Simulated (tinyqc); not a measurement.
Worked calculation: ROHF in the sto-6g basis, for H4, spin multiplicity 3. One step of it, computed by the program tinyqc.

Question. Iteration 3: diagonalisation and new density. Diagonalise F' = X^T F X, C = X C', fill 3 alpha and 1 beta electrons from the bottom; D(s) = C_occ C_occ^T. Each column has its largest component positive (the first on a tie).

extrapolated F (hartree):
```
           1H 1s      2H 1s      3H 1s      4H 1s
1H 1s  -0.197111  -0.361054  -0.014707   0.020344
2H 1s  -0.361054  -0.225791  -0.189905  -0.014707
3H 1s  -0.014707  -0.189905  -0.225791  -0.361054
4H 1s   0.020344  -0.014707  -0.361054  -0.197111
```

X:
```
           1H 1s      2H 1s      3H 1s      4H 1s
1H 1s   1.104274  -0.288964   0.036614  -0.008277
2H 1s  -0.288964   1.150647  -0.194143   0.036614
3H 1s   0.036614  -0.194143   1.150647  -0.288964
4H 1s  -0.008277   0.036614  -0.288964   1.104274
```

Give: F' = X^T F X; orbital energies; coefficients C; D(alpha) after iteration 3; D(beta) after iteration 3.

Answer.

F' = X^T F X (hartree):
```
        1       2       3       4
1  -0.027  -0.365   0.096  -0.004
2  -0.365   0.003  -0.213   0.096
3   0.096  -0.213   0.003  -0.365
4  -0.004   0.096  -0.365  -0.027
```

orbital energies (hartree): MO1 -0.404, MO2 -0.379, MO3 0.163, MO4 0.572

coefficients C:
```
         MO1     MO2     MO3     MO4
1H 1s  0.308   0.481   0.733  -0.664
2H 1s  0.444   0.400  -0.540   0.893
3H 1s  0.444  -0.400  -0.540  -0.893
4H 1s  0.308  -0.481   0.733   0.664
```

D(alpha) after iteration 3:
```
        1H 1s   2H 1s   3H 1s   4H 1s
1H 1s   0.864  -0.066  -0.452   0.401
2H 1s  -0.066   0.650   0.329  -0.452
3H 1s  -0.452   0.329   0.650  -0.066
4H 1s   0.401  -0.452  -0.066   0.864
```

D(beta) after iteration 3:
```
       1H 1s  2H 1s  3H 1s  4H 1s
1H 1s  0.095  0.137  0.137  0.095
2H 1s  0.137  0.198  0.198  0.137
3H 1s  0.137  0.198  0.198  0.137
4H 1s  0.095  0.137  0.137  0.095
```
